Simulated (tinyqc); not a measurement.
UHF in the sto-6g basis, for H4, spin multiplicity 3, step by step. This run ends on a higher stationary point, not on the lowest solution. One step of it, computed by the program tinyqc.

Problem. Iteration 2: building the Fock matrix. J_ij = sum D_kl (ij|kl) with D = D(alpha) + D(beta), K_ij = sum D_kl (ik|jl) for each spin; F = H + J - K(s); E = tr D H + tr D J / 2 - 0.5 sum_s tr D(s) K(s) + E_nn.

D(alpha) after iteration 1, lower triangle:
```
           1H 1s      2H 1s      3H 1s     4H 1s
1H 1s   0.750228
2H 1s  -0.017756   0.750228
3H 1s   0.360105  -0.407879   0.750228
4H 1s  -0.407879   0.360105  -0.017756  0.750228
```

D(beta) after iteration 1, lower triangle:
```
          1H 1s     2H 1s     3H 1s     4H 1s
1H 1s  0.171174
2H 1s  0.171174  0.171174
3H 1s  0.171174  0.171174  0.171174
4H 1s  0.171174  0.171174  0.171174  0.171174
```

core Hamiltonian H = T + V (hartree), lower triangle:
```
           1H 1s      2H 1s      3H 1s      4H 1s
1H 1s  -1.302156
2H 1s  -0.643095  -1.302156
3H 1s  -0.096873  -0.061444  -1.302156
4H 1s  -0.061444  -0.096873  -0.643095  -1.302156
```

Two-electron integrals (ij|kl) in chemists' order, unique and non-zero (hartree):
```
(11|11) 0.774999   (21|11) 0.215288   (21|21) 0.083195   (22|11) 0.408928
(22|21) 0.215288   (22|22) 0.774999   (31|11) 0.023030   (31|21) 0.007490
(31|22) 0.016689   (31|31) 0.001442   (32|11) 0.011746   (32|21) 0.004743
(32|22) 0.012971   (32|31) 0.000777   (32|32) 0.000498   (33|11) 0.214800
(33|21) 0.076938   (33|22) 0.192143   (33|31) 0.023030   (33|32) 0.012971
(33|33) 0.774999   (41|11) 0.012971   (41|21) 0.004743   (41|22) 0.011746
(41|31) 0.000777   (41|32) 0.000487   (41|33) 0.011746   (41|41) 0.000498
(42|11) 0.016689   (42|21) 0.007490   (42|22) 0.023030   (42|31) 0.001053
(42|32) 0.000777   (42|33) 0.016689   (42|41) 0.000777   (42|42) 0.001442
(43|11) 0.076938   (43|21) 0.029199   (43|22) 0.076938   (43|31) 0.007490
(43|32) 0.004743   (43|33) 0.215288   (43|41) 0.004743   (43|42) 0.007490
(43|43) 0.083195   (44|11) 0.192143   (44|21) 0.076938   (44|22) 0.214800
(44|31) 0.016689   (44|32) 0.011746   (44|33) 0.408928   (44|41) 0.012971
(44|42) 0.023030   (44|43) 0.215288   (44|44) 0.774999
```

nuclear repulsion = 1.67260078 hartree

Give: Coulomb J; exchange K(alpha); exchange K(beta); F(alpha); F(beta); total energy of this density.

Solution.

Coulomb J (hartree), lower triangle:
```
       1H 1s  2H 1s  3H 1s  4H 1s
1H 1s  1.586
2H 1s  0.584  1.586
3H 1s  0.080  0.050  1.586
4H 1s  0.050  0.080  0.584  1.586
```

exchange K(alpha) (hartree), lower triangle:
```
        1H 1s   2H 1s  3H 1s  4H 1s
1H 1s   0.641
2H 1s   0.312   0.641
3H 1s   0.066  -0.005  0.641
4H 1s  -0.005   0.066  0.312  0.641
```

exchange K(beta) (hartree), lower triangle:
```
       1H 1s  2H 1s  3H 1s  4H 1s
1H 1s  0.238
2H 1s  0.172  0.238
3H 1s  0.085  0.079  0.238
4H 1s  0.079  0.085  0.172  0.238
```

F(alpha) (hartree), lower triangle:
```
        1H 1s   2H 1s   3H 1s   4H 1s
1H 1s  -0.357
2H 1s  -0.370  -0.357
3H 1s  -0.083  -0.007  -0.357
4H 1s  -0.007  -0.083  -0.370  -0.357
```

F(beta) (hartree), lower triangle:
```
        1H 1s   2H 1s   3H 1s  4H 1s
1H 1s   0.046
2H 1s  -0.231   0.046
3H 1s  -0.102  -0.091   0.046
4H 1s  -0.091  -0.102  -0.231  0.046
```

total energy of this density = -1.70464 hartree

This density is a damped mixture and is not idempotent.
